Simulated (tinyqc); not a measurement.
Octagonal on-chip spiral inductor, lumped pi model: one step of the calculation.

Outer diameter do = di + 2 n wd + 2 (n - 1) sp, mean da = (do + di)/2, fill p = (do - di)/(do + di), length l = 3.314 n da. L = 2.25 mu0 n^2 da/(1 + 3.55 p), mu0 = 4 pi 1e-7 H/m. Rs = rho l/(wd delta (1 - exp(-th/delta))), delta = sqrt(rho/(pi f mu0)). Cs = n wd^2 eps0 eo/hu across the coil. At each end Cox = l wd eps0 eo/(2 ho) leads to the substrate branch Rsi = 2 rs he/(l wd) in parallel with Csi = l wd eps0 11.7/(2 he). With one end grounded Y = 1/(Rs + i w L) + i w Cs + 1/[1/(i w Cox) + 1/(1/Rsi + i w Csi)], w = 2 pi f; Q = -Im Y/Re Y. Eddy currents in neighbouring turns and in the substrate are left out.

Problem. Geometry and model elements. do, l, L, delta, Rs, Cs, Cox, Rsi and Csi as defined.

Values chosen for this exercise; values of the order met in silicon radio-frequency processes:
```
symbol,value,unit,meaning
n,2.5,,number of turns
wd,15,um,line width
sp,3,um,space between turns
di,100,um,inner diameter
th,3,um,metal thickness
rho,3,uohm cm,metal resistivity
ho,9.4,um,oxide below the coil
hu,1,um,oxide between coil and underpass
eo,3,,relative permittivity of the oxide
rs,100,ohm cm,substrate resistivity
he,50,um,effective spreading depth in the substrate
f,3.2,GHz,frequency
```

Constants: eps0 = 8.8541878128e-12 F/m. Results are converted to the units shown.

Give: do; l; L; delta; Rs; Cs; Cox; Rsi; Csi.

Solution.

do = 184.0 um
l = 1176 um
L = 1.224 nH
delta = 1.541 um
Rs = 1.781 ohm
Cs = 14.94 fF
Cox = 24.93 fF
Rsi = 5667 ohm
Csi = 18.28 fF

tinyqc, about 0.01 s, one thread, Intel Xeon 2.30GHz (shared host): `OMP_NUM_THREADS=1 python tinyqc.py 2302028 2302029 out.jsonl`
